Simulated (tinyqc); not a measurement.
Hot carriers by balance equations with a heated Maxwellian: one step, computed by the program tinyqc.

The carriers follow a Maxwellian at an electron temperature T_e, slightly displaced; the drift energy is neglected against k_B T_e. The balance averages the rate, not the time, so mu_0 lies below the relaxation-time value.

Question. Drift velocity. Parabolic band: E = hbar^2 k^2/(2 m), speed v = hbar k/m, states per spin, volume and energy g(E) = m k/(2 pi^2 hbar^2). Masses are multiplied by m_0 and all formulas are in SI units. Phonon occupation N_q = 1/(exp(hbar w/(k_B T)) - 1). Acoustic deformation potential (elastic, equipartition, absorption and emission together): 1/tau = 2 pi k_B T D_A^2 g(E)/(hbar rho v_l^2). Optical or intervalley deformation potential: 1/tau = (pi Z_f D_o^2/(rho w)) [N_q g(E + hbar w) + (N_q + 1) g(E - hbar w)], with g = 0 below the band edge. Averages over the Maxwellian, <y> = int y x^(1/2) exp(-x) dx / int x^(1/2) exp(-x) dx with x = E/(k_B T_e), split at x_0 = hbar w/(k_B T_e): 64 Gauss-Legendre points in sqrt(x) below it and 128 in sqrt(x - x_0) above it, up to x = 32. Momentum balance: mu(T_e) = e/(m nu), nu = <x (sum of rates)>/<x>. Power lost per carrier: P(T_e) = hbar w <emission rate - absorption rate> + <(2 m v_l^2/(k_B T)) (E - 2 k_B T) acoustic rate>. v = mu(T_e) F; warm-carrier coefficient (mu/mu_0 - 1)/F^2.

Inputs (values chosen for the exercise, for a model non-polar semiconductor): effective mass m = 0.434 m_0; density rho = 4710 kg/m^3; sound velocity v_l = 6610 m/s; acoustic deformation potential D_A = 9 eV; phonon energy hbar w = 83.5 meV; optical or intervalley deformation potential D_o = 3.4 1e8 eV/cm; final valleys Z_f = 2; lattice temperature T = 350 K; electric field F = 5.8 kV/cm.

Band: parabolic. Solver: Newton.

electron temperature T_e = 771.7332 K

low-field mobility mu_0 = 843.6810 cm^2/(V s)

Constants: k_B = 8.617333262e-05 eV/K; k_B = 1.380649e-23 J/K; e = 1.602176634e-19 C; hbar = 1.054571817e-34 J s; m_0 = 9.1093837015e-31 kg; hbar = 6.582119569e-16 eV s.

Give: mobility mu(T_e); drift velocity; mu/mu_0; (mu/mu_0 - 1)/F^2.

Answer.

mobility mu(T_e) = 547.13 cm^2/(V s)

drift velocity = 0.31734 1e7 cm/s

mu/mu_0 = 0.64851

(mu/mu_0 - 1)/F^2 = -0.010449 cm^2/kV^2
